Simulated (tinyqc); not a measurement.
Inside a calculation: double quantum well by finite differences. Values are carried at full precision from step to step, so a last printed digit may differ when a step is redone from the rounded ones.

Finite differences on points z_i at the centres of cells of width h: H_ii = (c/h^2)(1/m_(i-1/2) + 1/m_(i+1/2)) + V_i, H_(i,i+1) = -(c/h^2)/m_(i+1/2), where m_(i+1/2) is the mean of the masses at the two points (the end values are repeated outwards), psi = 0 on the points beyond both ends, c = hbar^2/2m0. The field adds e F (z - z0) with z0 the middle of the structure; 1 kV/cm = 1e-5 eV/angstrom.

Constants: hbar^2/2m0 = 3.80998211 eV angstrom^2.

Values chosen for the exercise (near those of a strained Si well in SiGe; the results hold for these values, not for the real material): layers = ((21, 0.186, 0.944), (28, 0, 0.911), (14, 0.186, 0.944), (35, 0, 0.911), (21, 0.186, 0.944)) (each layer: thickness in angstrom, band edge in eV, mass in m0); F = 21 kV/cm (field along z); h = 7 angstrom (cell width of the coarse grid); hf = 0.4375 angstrom (cell width of the fine grid).

## The coarse grid

List the points, the potential with the field, and the masses.

Grid:
```
i   z (angstrom)   V (eV)  m (m0)
1            3.5   0.1742  0.9440
2           10.5   0.1757  0.9440
3           17.5   0.1772  0.9440
4           24.5  -0.0073  0.9110
5           31.5  -0.0059  0.9110
6           38.5  -0.0044  0.9110
7           45.5  -0.0029  0.9110
8           52.5   0.1845  0.9440
9           59.5   0.1860  0.9440
10          66.5   0.0015  0.9110
11          73.5   0.0029  0.9110
12          80.5   0.0044  0.9110
13          87.5   0.0059  0.9110
14          94.5   0.0073  0.9110
15         101.5   0.1948  0.9440
16         108.5   0.1963  0.9440
17         115.5   0.1978  0.9440
```

## The tridiagonal Hamiltonian

Form the diagonal and the neighbouring elements; V in the grid already includes the field.

diagonal H_ii (eV): [0.3390, 0.3404, 0.3434, 0.1618, 0.1648, 0.1663, 0.1662, 0.3507, 0.3522, 0.1707, 0.1736, 0.1751, 0.1766, 0.1765, 0.3610, 0.3610, 0.3625]

H_(i,i+1) (eV): [-0.0824, -0.0824, -0.0838, -0.0854, -0.0854, -0.0854, -0.0838, -0.0824, -0.0838, -0.0854, -0.0854, -0.0854, -0.0854, -0.0838, -0.0824, -0.0824]

## Lowest levels on the coarse grid

Diagonalise the symmetric tridiagonal matrix; give the three lowest levels and the weights u_i^2 (sum 1) of the two lowest.

levels (eV): [0.0197, 0.0229, 0.0737]

weights on the points, rows level 1, level 2:
```
[[0.000, 0.001, 0.012, 0.160, 0.309, 0.297, 0.145, 0.012, 0.003, 0.011, 0.017, 0.017, 0.012, 0.005, 0.000, 0.000, 0.000],
 [0.000, 0.000, 0.001, 0.013, 0.023, 0.020, 0.007, 0.000, 0.007, 0.107, 0.235, 0.280, 0.211, 0.089, 0.006, 0.000, 0.000]]
```

## Halving the cell width

The same with h, h/2, ..., h/32. The end points move with h, since psi vanishes half a cell beyond the structure. Richardson value (4 E(h/32) - E(h/16))/3.

Convergence:
```
cell (angstrom)  points  E1 (eV)  E2 (eV)  E1 - finest (meV)
7.0000               17  0.01975  0.02286             -3.532
3.5000               34  0.02228  0.02449             -0.994
1.7500               68  0.02302  0.02498             -0.254
0.8750              136  0.02322  0.02511             -0.061
0.4375              272  0.02327  0.02514             -0.012
0.2188              544  0.02328  0.02515              0.000
```

Richardson values of E1, E2 (eV): [0.02328, 0.02515]

The coarse grid is 3.5 meV too low in E1. The last differences between rows shrink by a factor 4.0 (4 for a pure h^2 error, 2 for one linear in h).

## Positions and dipoles on the fine grid

With h sum psi^2 = 1: <z - z0> of three levels, |z_12| and |z_13|, the mass m1 from 1/m1 = <1|1/m|1>, and f_1j = (m1/c)(E_j - E_1) z_1j^2.

levels (eV): [0.0233, 0.0251, 0.0839]

<z - z0> (angstrom): [-18.5, 14.2, 19.7]

|z_12|, |z_13| (angstrom): [15.63, 1.17]

m1 = 0.9124 m0

f_12, f_13: [0.110, 0.020]

Parity is broken, so the 1-3 transition is allowed, with 0.18 times the strength of 1-2. E2 - E1 = 1.9 meV, a wavelength of 660.7 micrometre (hc = 1239.841984 eV nm).

## Checks

- E1 at zero field on the grid h/32 against transfer matrices between the same hard ends, eV: both 0.0205.

(tinyqc, `OMP_NUM_THREADS=1 python tinyqc.py 1250432 1250433 out.jsonl`, Intel(R) Xeon(R) Processor @ 2.30GHz, 1 thread, shared host, about 0.01 s.)
